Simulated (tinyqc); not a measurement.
Inside a calculation. Model: pressure-driven transition between two phases with analytic equations of state. Computed by tinyqc, a small Python program that keeps every step. Command: `OMP_NUM_THREADS=1 python tinyqc.py 3020314 3020315 out.jsonl transition walk`. One thread of a shared host (Intel(R) Xeon(R) Processor @ 2.30GHz), about 0.02 s of CPU time with the checks. Intermediate numbers are printed to about 5 digits and carried at full precision; extremes and crossings named in words are read from the listed rows.

Each phase obeys E = E0 + (9 B0 V0/h^2) {1 + [h (1 - x) - 1] exp(h (1 - x))}, P = 3 B0 (1 - x) x^-2 exp(h (1 - x)), x = (V/V0)^(1/3), h = (3/2)(B' - 1); E0 = 0 for phase 1 and Delta E0 for phase 2. H = E + P V.

Inputs (values chosen for the exercise, for two model phases):
```
quantity                                   value             unit
volume V0 of phase 1                        16.4  angstrom^3/atom
B0 of phase 1                               67.9              GPa
B' of phase 1                               4.51                -
volume V0 of phase 2                        13.1  angstrom^3/atom
B0 of phase 2                               77.1              GPa
B' of phase 2                               3.83                -
energy of phase 2 above phase 1, Delta E0  0.027          eV/atom
entropy of phase 2 less phase 1, Delta S    0.15         k_B/atom
temperature T                                900                K
```

Equation of state: Vinet.

Constants: 1 eV/angstrom^3 = 160.2176634 GPa; k_B = 8.617333262e-05 eV/K.

## First estimate from rigid phases

If neither phase were compressed, P = Delta E0/(V0 of phase 1 - V0 of phase 2).

rigid estimate = 1.3109 GPa

## One Newton step

At the estimate, solve P(V) = P for each phase, form H, and step P(new) = P - (H_2 - H_1)/(V_2 - V_1), since dH/dP = V.

V_1 = 16.099 angstrom^3

H_1 = 0.13293 eV

V_2 = 12.886 angstrom^3

H_2 = 0.13329 eV

next pressure = 1.3290 GPa

## Transition pressure at zero temperature

Start from P = Delta E0/(V0 of phase 1 - V0 of phase 2); at each P solve P(V) = P for both phases and step P(new) = P - (H_2 - H_1)/(V_2 - V_1); stop when |H_2 - H_1| < 1e-10 eV. At the zero-temperature transition the volume change is V_2/V_1 - 1 and the work is P (V_1 - V_2).

Iterations:
```
step  P (GPa)  V_1 (angstrom^3)  V_2 (angstrom^3)  H_2 - H_1 (meV)
0      1.3109            16.099            12.886       3.6446e-01
1      1.3290            16.095            12.883       6.3171e-05
2      1.3290            16.095            12.883                0
```

transition pressure = 1.3290 GPa

V_1 at the transition = 16.095 angstrom^3

V_2 at the transition = 12.883 angstrom^3

volume change = -19.957 %

work P (V_1 - V_2) = 0.026645 eV/atom

The rigid estimate is low by 1.4 %: phase 1 shrinks faster than phase 2, so the volume gain narrows under pressure.

## Enthalpies against pressure

For each P solve P(V) = P in both phases.

Both phases:
```
P (GPa)  V_1 (angstrom^3)  V_2 (angstrom^3)  H_2 - H_1 (meV/atom)   stable
0.00               16.400            13.100                27.000  phase 1
0.33               16.321            13.045                20.227  phase 1
0.66               16.245            12.990                13.501  phase 1
1.00               16.168            12.935                 6.618  phase 1
1.20               16.123            12.903                 2.590  phase 1
1.40               16.080            12.872                -1.421  phase 2
1.70               16.015            12.826                -7.411  phase 2
2.10               15.932            12.765               -15.346  phase 2
```

H_2 - H_1 changes with slope V_2 - V_1, from -3.300 to -3.167 angstrom^3 per atom over the table, and passes zero at 1.33 GPa. An error of 10 meV per atom in Delta E0 moves the transition by about 0.50 GPa.

## Shift with temperature

At T the condition is H_2 - H_1 - T Delta S = 0, with Delta S constant and thermal expansion left out; the Clausius-Clapeyron slope is dP/dT = Delta S/(V_2 - V_1) at the zero-temperature point.

Clapeyron slope = -0.64475 MPa/K

transition pressure at T = 0.75201 GPa

linear estimate at T = 0.74877 GPa

The dense phase has the higher entropy, so heating lowers the transition pressure. Caution: a constant Delta S holds only at high temperature; it vanishes as T goes to 0, so the shift counted from T = 0 is somewhat too large.

Checks made by the program: slope of the common tangent, -(E_2 - E_1)/(V_2 - V_1) (relative difference below 1e-10).
